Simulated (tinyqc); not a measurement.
Worked calculation: wafer bonding and layer transfer: bond energy, gap closing, particles, bonding of dissimilar wafers and hydrogen blisters. Computed by tinyqc, a small Python program that keeps every step. Command: `OMP_NUM_THREADS=1 python tinyqc.py 3020285 3020286 out.jsonl bond walk`. One thread of a shared host (Intel(R) Xeon(R) Processor @ 2.30GHz), about 0.01 s of CPU time with the checks. Intermediate numbers are printed to about 6 digits and carried at full precision; extremes and crossings named in words are read from the listed rows.

gamma is the energy per area of each of the two surfaces; plates are isotropic, and both wafers have E1 and t1.

Inputs (values chosen for the exercise, for model wafers):

| quantity | value | unit |
|---|---|---|
| Young's modulus E1 | 159 | GPa |
| Poisson ratio nu | 0.19 | - |
| thickness t1 | 775 | micrometre |
| blade thickness t_b | 100 | micrometre |
| crack length L | 28.8 | mm |
| particle radius h | 0.83 | micrometre |
| radius of a shallow gap R | 0.59 | mm |
| half height of the gap h_g | 31 | nm |
| implant depth d | 1.4 | micrometre |
| hydrogen dose | 6.4 | 1e16/cm^2 |
| share of the dose released as H2 | 0.079 | - |
| surface energy of the weakened plane gamma_s | 1.4 | J/m^2 |
| anneal temperature T | 825 | K |

Pair: two equal wafers.

Constants: k_B = 1.380649e-23 J/K.

## Bond energy from the blade test

Two cantilevers opened by t_b: gamma = 3 t_b^2 E1 t1^3 E2 t2^3/(16 L^4 (E1 t1^3 + E2 t2^3)).

bond energy gamma = 0.100856 J/m^2

An error of 5 % in L changes gamma by about 20 %. This is the level of van der Waals or hydrogen bonds, as after contact at room temperature.

## Does a shallow gap close?

E' = E1/(1 - nu^2), equal wafers of thickness t1 assumed. A gap of radius R closes if h_g < h_c: h_c = R^2/sqrt((2/3) E' t1^3/gamma) for R > 2 t1 (plate bending), h_c = 3.6 sqrt(R gamma/E') for R < 2 t1 (local deformation).

closable height h_c = 68.3751 nm

h_g/h_c = 0.453382

The gap closes.

## Void around a particle

E' = E1/(1 - nu^2), equal wafers assumed. Void radius in the plate regime: R_v = [(2/3) E' t1^3/gamma]^(1/4) h^(1/2). Below h_crit = 5 sqrt(t1 gamma/E') the wafers deform locally and R_v is of the order of h (taken as h).

critical particle radius = 0.108840 micrometre

void radius = 4324.22 micrometre

The void is 5200 times the particle.

## Blistering after hydrogen implantation

A flat crack of radius r under a layer of thickness d, as a clamped plate: centre height w = 3 p r^4/(16 E' d^3), volume pi r^2 w/3, energy release G = 3 p^2 r^4/(32 E' d^3), E' = E1/(1 - nu^2). It grows when G = 2 gamma_s. The gas comes from the area pi r^2: p V = (dose x share/2) pi r^2 k_B T, and G = p w/2 = (3/2) N k_B T with N the H2 molecules per area. Share needed: G = 2 gamma_s. The pressure and height at growth are given for r = 10 d.

energy release G = 0.431922 J/m^2

share of the dose needed = 0.512129

pressure at growth = 18.7591 MPa

height at growth = 298.522 nm

The released gas does not suffice by this estimate. In this plate limit G depends on neither r nor d.

## Closable height against the size of the gap

The formulas are those given above.

Gap closing:

| R (mm) | regime | h_c (nm) | slope h_c/R |
|---|---|---|---|
| 1.00e-04 | local | 8.90167e-01 | 0.00890167 |
| 1.00e-03 | local | 2.81496e+00 | 0.00281496 |
| 1.00e-02 | local | 8.90167e+00 | 0.00089017 |
| 1.00e-01 | local | 2.81496e+01 | 0.00028150 |
| 5.00e-01 | local | 6.29443e+01 | 0.00012589 |
| 2.00e+00 | plate | 1.77551e+02 | 0.00008878 |
| 5.00e+00 | plate | 1.10969e+03 | 0.00022194 |
| 2.00e+01 | plate | 1.77551e+04 | 0.00088775 |
| 5.00e+01 | plate | 1.10969e+05 | 0.00221938 |

Roughness of 100 nm scale may be 0.89 nm in half height, waviness of radius 5 cm as much as 110 micrometre: h_c goes as R^(1/2) when the wafer deforms locally and as R^2 when it bends. The allowed slope is least near R = 2 t1, so defects about 4 t1 wide are the hardest to close; bow matters little.

Checks made by the program: gamma against the derivative of the beam energy (relative difference 2e-10).
